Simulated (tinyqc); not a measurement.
Inside a calculation. Method: extended Hueckel theory, for H4. Computed by tinyqc, a small Python program that keeps every step (integrals from PySCF). Settings: charge = 0, K = 1.5, multiplicity = 1. Command: `OMP_NUM_THREADS=1 python tinyqc.py 30132 30133 out.jsonl` (the two numbers bound the seeds that draw the settings). One thread of a shared host (Intel(R) Xeon(R) Processor @ 2.60GHz), about 0.01 s of CPU time with the checks.

## Overlaps

Geometry (angstrom):
```
atom,x,y,z
H,0.000000,0.000000,0.000000
H,0.000000,0.000000,0.736000
H,0.000000,1.084000,0.000000
H,0.000000,1.084000,0.736000
```

Parameters chosen for this run:
```
element,shell,Slater exponent,H_ii (eV)
H,1s,1.300000,-13.600000
```

Slater orbitals, each expanded in six Gaussians scaled to its exponent.

overlap S, lower triangle:
```
,1H 1s,2H 1s,3H 1s,4H 1s
1H 1s,1.000000
2H 1s,0.639114,1.000000
3H 1s,0.420302,0.306913,1.000000
4H 1s,0.306913,0.420302,0.639114,1.000000
```

## Wolfsberg-Helmholz matrix

diagonal H_ii (eV): 1H 1s -13.600000, 2H 1s -13.600000, 3H 1s -13.600000, 4H 1s -13.600000

K = 1.500000

H_ij = K' S_ij (H_ii + H_jj)/2 for i != j (the diagonal keeps H_ii), with K' = 1.5.

H (eV), lower triangle:
```
,1H 1s,2H 1s,3H 1s,4H 1s
1H 1s,-13.600000
2H 1s,-13.037919,-13.600000
3H 1s,-8.574155,-6.261023,-13.600000
4H 1s,-6.261023,-8.574155,-13.037919,-13.600000
```

## Orbitals

valence electrons = 4

Solve H C = S C e through S^(-1/2); fill by pairs from the bottom, a degenerate level sharing its electrons equally; each orbital has its largest coefficient positive (the first on a tie).

orbital energies (eV): -17.526350  -12.943035  -6.062330  7.075026

occupations: 2.000000  2.000000  0.000000  0.000000

coefficients:
```
,MO1,MO2,MO3,MO4
1H 1s,0.325037,0.523596,0.726030,1.005043
2H 1s,0.325037,0.523596,-0.726030,-1.005043
3H 1s,0.325037,-0.523596,0.726030,-1.005043
4H 1s,0.325037,-0.523596,-0.726030,1.005043
```

sum of one-electron energies = -60.938769 eV

## Mulliken analysis

P = C n C^T; charge = valence electrons (H 1) minus the sum of (P S)_ii on the atom; overlap population = 2 sum P_ij S_ij between two atoms.

charges: 1H 0.000000, 2H 0.000000, 3H 0.000000, 4H 0.000000

Overlap populations:
```
pair,value
2-1,0.970947
3-1,-0.283290
3-2,-0.206864
4-1,-0.206864
4-2,-0.283290
4-3,0.970947
```
